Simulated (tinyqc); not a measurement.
Rutherford backscattering from a thin compound film on silicon: kinematics, yields, composition and thickness. Changing the tilt of the sample. Computed by tinyqc, a small Python program. Command: `OMP_NUM_THREADS=1 python tinyqc.py 3005913 3005914 out.jsonl rbs sweep`. One thread of a shared host (Intel(R) Xeon(R) Processor @ 2.30GHz), about 0.01 s of CPU time with the checks.

Singly charged helium ions (Z1 = 2, M1 = 4.0026 u) enter at the tilt angle a1 to the normal and leave at a2 = |180 - theta - tilt| in the same plane. The film is A B_x.

Inputs (values chosen for the exercise, modelled on a helium beam on HfO2): beam energy E0 = 1.9 MeV; scattering angle theta = 150 degrees; heavy element: Z_A = 72; heavy element: mass M_A = 178.5 u; heavy element: stopping eps_A at 2 MeV = 120 1e-15 eV cm^2; light element: Z_B = 8; light element: mass M_B = 16 u; light element: stopping eps_B at 2 MeV = 35.8 1e-15 eV cm^2; atoms of B per atom of A, x = 1.75; atomic density of the film = 80.8 1/nm^3; film thickness d = 44 nm; collected charge = 16 microcoulomb; detector solid angle = 1 msr; detector resolution (FWHM) = 12 keV.

Constants: e^2/(4 pi eps_0) = 14.39964548 eV angstrom; e = 1.602176634e-19 C.

Method:
- Kinematic factor K = [(sqrt(M^2 - M1^2 sin^2 theta) + M1 cos theta)/(M + M1)]^2.
- Surface edges lie at K E0; substrate silicon has M = 28.09 u. Mass resolution at M_A = resolution/(E0 dK/dM).
- Stopping per atom eps(E) = eps(2 MeV) (E/2 MeV)^(-0.4) (a law chosen for the exercise); Bragg rule eps_film = (eps_A + x eps_B)/(1 + x); areal density N d, with 1/nm^2 = 0.1 x 1e15/cm^2.
- Width of the signal of element i: [K_i eps(E0)/cos a1 + eps(K_i E0)/cos a2] N d; depth resolution = resolution x d/width of A; energy lost on the way in = eps(E0) N d/cos a1.
- Rutherford cross section in the laboratory frame: sigma = (Z1 Z e^2/(4 pi eps_0 4E))^2 (4/sin^4 theta) (r + cos theta)^2/r, r = sqrt(1 - (M1 sin theta/M)^2), times the screening factor 1 - 0.049 Z1 Z^(4/3)/E (E in keV); 1 angstrom^2 = 1e8 barn.
- Counts = (charge/e) x solid angle x sigma(E_mean) x areal density of the element/cos a1, E_mean = E0 - half the energy lost on the way in; 1 barn = 1e-24 cm^2. The ratio of areas returns x = (Y_B/Y_A)(sigma_A/sigma_B), with the counting error sqrt(1/Y_A + 1/Y_B).

One run for each value; columns: (1) tilt of the sample (degrees); (2) depth resolution (nm); (3) counting error of x without background (%); (4) energy lost on the way in (keV):
```
(1)     (2)     (3)     (4)
0    10.364  2.1747   24.10
15   10.830  2.1368   24.95
30   10.451  2.0218   27.83
45    9.239  1.8238   34.09
55    7.982  1.6392   42.02
65    6.371  1.4014   57.03
70    5.424  1.2562   70.47
75    4.367  1.0861   93.12
80    3.173  0.8787  138.80
```

What does the table show, and why?

Over the rows, depth resolution (nm) goes from 10.4 through a maximum among these rows, 10.8 at 15.0, to 3.17; counting error of x without background (%) falls from 2.17 to 0.879; energy lost on the way in (keV) rises from 24.1 to 139. Tilting lengthens the inward path at once but shortens the outward one up to 180 - theta, so only large tilts clearly sharpen the depth scale, until roughness and straggling (left out) take over.

Extremes, crossings and ranges named in words are read from the listed rows.
